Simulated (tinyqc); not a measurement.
The sixth-power law: interface roughness in a thin film (subband fluctuation and scattering).

Square well of width t, barriers V0, c = hbar^2/2m0: E1 solves k t + 2 atan[(k/mz)/(kappa/mb)] = pi, k = sqrt(mz E/c), kappa = sqrt(mb (V0 - E)/c). One interface is rough, so the subband edge fluctuates by G dt with G = |dE1/dt| (central difference of 0.01 angstrom; 2 E1/t for hard walls).

Gaussian roughness spectrum S(q) = pi D^2 Lc^2 exp(-q^2 Lc^2/4). Degenerate gas, taken to fill one subband (the second starts to fill once c kF^2/md exceeds E2 - E1, which is not tested here): kF = sqrt(2 pi Ns/gv), q = 2 kF sin(theta/2), 1/tau = (md/(2 pi c hbar)) G^2 times the integral from 0 to pi of S(q)(1 - cos theta)/eps(q)^2 dtheta, eps(q) = 1 + qs/q with screening (qs = gv md q0/(c eps), q0 = e^2/(4 pi eps0), form factors left out, which overstates the screening; other scattering is left out too, so these values lie far above measured mobilities in all but the thinnest films) or 1 without; mobility = tau c2/md with c2 = e/m0 = 1.75882e15 cm^2/(V s^2); 1e12/cm^2 = 1e-4/angstrom^2.

Constants: hbar^2/2m0 = 3.80998211 eV angstrom^2; hbar = 6.58211957e-16 eV s; e^2/(4 pi eps0) = 14.39964547 eV angstrom.

Parameters, chosen for this exercise (near those of a thin InGaAs channel; shifted at random, so the results belong to these values and not to a real crystal):
- mz = 0.044 m0 (confinement mass)
- V0 = 1.91 eV (barrier)
- mb = 0.24 m0 (barrier mass)
- md = 0.044 m0 (mass in the plane)
- gv = 1 (valleys)
- D = 2.2 angstrom (rms height of the roughness)
- Lc = 38 angstrom (correlation length)
- Ns = 0.51 x 1e12/cm^2 (sheet density)
- eps = 10.5 (mean dielectric constant at the channel)
- ts = (40, 50, 61, 72, 90, 115, 151) angstrom (thicknesses)

Screened mobility against thickness for the finite barrier and for hard walls.

Results:

| t (angstrom) | E1 (meV) | G (meV/angstrom) | mobility (cm^2/(V s)) | the same, hard walls |
|---|---|---|---|---|
| 40 | 183.3 | 5.804 | 2.08e+04 | 981 |
| 50 | 137.1 | 3.669 | 5.20e+04 | 3.74e+03 |
| 61 | 104.4 | 2.400 | 1.21e+05 | 1.23e+04 |
| 72 | 82.4 | 1.665 | 2.52e+05 | 3.34e+04 |
| 90 | 59.1 | 1.001 | 6.98e+05 | 1.27e+05 |
| 115 | 40.3 | 0.560 | 2.23e+06 | 5.54e+05 |
| 151 | 25.8 | 0.286 | 8.58e+06 | 2.84e+06 |

With hard walls G goes as 1/t^3 and the mobility as t^6. With the finite barrier the local exponent is 4.11 at the thin end and 4.94 at the thick end, since the envelope leaks out and softens the dependence. The least value is 2.08e+04 cm^2/(V s). The gate field, which also presses carriers to the interface, is left out.

Run: tinyqc, `OMP_NUM_THREADS=1 python tinyqc.py 1280856 1280857 out.jsonl`; Intel(R) Xeon(R) Processor @ 2.30GHz, one thread, shared host; about 0.01 s of CPU time with all checks.
